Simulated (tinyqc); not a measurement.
Nuclear against electronic stopping over energy: ion implantation: universal nuclear stopping, Lindhard-Scharff electronic stopping and a Gaussian range profile. Computed by tinyqc, a small Python program. Command: `OMP_NUM_THREADS=1 python tinyqc.py 3012871 3012872 out.jsonl implant walk`. One thread of a shared host (Intel(R) Xeon(R) Processor @ 2.30GHz), about 0.06 s of CPU time with the checks.

An ion slows by elastic collisions with screened nuclei and by friction with electrons; channelling is ignored and the target is uniform.

Inputs (values chosen for the exercise, modelled on arsenic ions in silicon):

| quantity | value | unit |
|---|---|---|
| ion atomic number Z1 | 33 | - |
| ion mass M1 | 75 | u |
| target atomic number Z2 | 14 | - |
| target mass M2 | 28.09 | u |
| target density N | 49.94 | 1/nm^3 |
| scale factor of electronic stopping k | 1.4 | - |

Method:
- Reduced energy eps = 32.53 M2 E/(Z1 Z2 (M1 + M2)(Z1^0.23 + Z2^0.23)), E in keV; s_n = ln(1 + 1.1383 eps)/(2 (eps + 0.01321 eps^0.21226 + 0.19593 eps^0.5)) for eps up to 30 and ln(eps)/(2 eps) above; S_n = 8.462 Z1 Z2 M1 s_n/((M1 + M2)(Z1^0.23 + Z2^0.23)) in 1e-15 eV cm^2.
- S_e = k 3.83 Z1^(7/6) Z2/(Z1^(2/3) + Z2^(2/3))^(3/2) sqrt(E/M1) in 1e-15 eV cm^2, E in keV.
- Path length R = int_0^E dE'/(N (S_n + S_e)); energy lost to nuclei nu = int_0^E S_n/(S_n + S_e) dE' (both with E' = E y^3 and 64 Gauss-Legendre points in y).

Stopping (1e-15 eV cm^2) and range:

| E (keV) | eps | S_n | S_e | R (nm) | nu/E |
|---|---|---|---|---|---|
| 1 | 4.7142e-03 | 83.47 | 7.93 | 4.85 | 0.91287 |
| 2 | 9.4283e-03 | 111.81 | 11.22 | 6.71 | 0.91195 |
| 5 | 2.3571e-02 | 155.20 | 17.74 | 10.72 | 0.90651 |
| 10 | 4.7142e-02 | 189.10 | 25.08 | 15.85 | 0.89817 |
| 20 | 9.4283e-02 | 219.29 | 35.47 | 24.32 | 0.88474 |
| 50 | 2.3571e-01 | 243.88 | 56.09 | 45.67 | 0.85519 |
| 100 | 4.7142e-01 | 243.21 | 79.32 | 77.62 | 0.81872 |
| 200 | 9.4283e-01 | 222.29 | 112.18 | 138.33 | 0.76293 |
| 500 | 2.3571e+00 | 170.39 | 177.37 | 314.41 | 0.64660 |

What does the comparison show, and why?

Nuclear stopping peaks near 50 keV among these rows (eps = 0.24; the universal curve peaks near 0.3). Electronic stopping overtakes it between 200 and 500 keV. The path length grows as E^0.47 at the low end and E^0.90 at the high end; constant stopping would give E^1, and stopping that rises with E, be it nuclear (below its peak) or electronic, gives a lower exponent.

Extremes, crossings and ranges named in words are read from the listed rows.
